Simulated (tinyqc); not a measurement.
# Permittivity and interface capacitance from two thicknesses

Question. 1/C = t/(eps0 ek) + 2/ci for planar capacitors that differ only in thickness. Find ek, ci and the EOT of the interfaces, 2 x 3.9 eps0/ci.

Constants: eps0 = 8.8541878128e-14 F/cm where lengths are in cm. Results are converted to the units shown.

C at t = 8.4 and 25 nm (uF/cm^2): [3.4232105, 1.1554514]

Answer. 1/C is a straight line in t: the slope gives ek and the intercept 2/ci. A single thickness would give only the effective permittivity; when the interfaces are a small part of 1/C, ci needs very accurate data.

ek = 32.7
ci = 1.00e3 uF/cm^2
EOT of the interfaces = 0.00691 nm

Computed by the program tinyqc: `OMP_NUM_THREADS=1 python tinyqc.py 2102033 2102034 out.jsonl`, one thread of a shared Intel Xeon 2.30GHz, about 0.01 s for the whole run.
